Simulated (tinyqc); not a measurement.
Two mixing rules: virtual-crystal alloy in the empirical-pseudopotential method.

Empirical pseudopotential on the fcc lattice, atoms at +/- tau, tau = a (1,1,1)/8, no spin-orbit coupling. H(G,G') = c (2 pi/a)^2 |k + G|^2 delta + VS(q) cos(q.tau) + i VA(q) sin(q.tau), q = G - G', c = hbar^2/2m0; k and G in units of 2 pi/a; VS at |q|^2 = 3, 8, 11 and VA at 3, 4, 11, in rydberg, zero elsewhere. At each k the basis holds all G with |k + G|^2 up to 16; energies are counted from the fourth level at Gamma.

Virtual crystal A(1-x)B(x): a = (1 - x) a_A + x a_B. Rule linear: V = (1 - x) V_A + x V_B. Rule volume: V = [(1 - x) a_A^3 V_A + x a_B^3 V_B]/a^3, since a form factor is an atomic potential divided by the cell volume.

Constants: hbar^2/2m0 = 3.80998211 eV angstrom^2; Ry = 13.60569312 eV.

Values chosen for the exercise (classic local form factors of the size used for GaAs (A) and InAs (B), which place X and L only to a few tenths of an eV; not measured data): a = (5.644, 6.04) angstrom (lattice constants of A, B); VSA = (-0.231, 0.009, 0.06) Ry (symmetric form factors of A); VAA = (0.068, 0.049, 0.011) Ry (antisymmetric form factors of A); VSB = (-0.225, 0, 0.049) Ry (symmetric form factors of B); VAB = (0.082, 0.051, 0.029) Ry (antisymmetric form factors of B).

Gaps from the valence top to the fifth band at Gamma, at L = (1/2,1/2,1/2) and at the lowest of k = (f,0,0), f = 0.70, 0.75, ..., 1.00. Both rules agree at the ends.

Gaps (eV):

| x | Gamma, linear | Delta/X, linear | L, linear | Gamma, volume | Delta/X, volume | L, volume |
|---|---|---|---|---|---|---|
| 0.25 | 1.094 | 1.837 | 1.595 | 1.054 | 1.845 | 1.587 |
| 0.50 | 0.869 | 1.967 | 1.592 | 0.819 | 1.978 | 1.583 |
| 0.75 | 0.656 | 2.090 | 1.589 | 0.622 | 2.098 | 1.583 |

What can be read from this table?

At x = 0.5 the volume rule moves Gamma by -50 meV, Delta/X by +10 meV and L by -10 meV, that is the bowing by -4 times these; the lattice constants differ by 7.0 %, and the rules would coincide for equal ones.

Run: tinyqc, `OMP_NUM_THREADS=1 python tinyqc.py 1081587 1081588 out.jsonl`; Intel(R) Xeon(R) Processor @ 2.30GHz, one thread, shared host; about 0.2 s of CPU time with all checks.
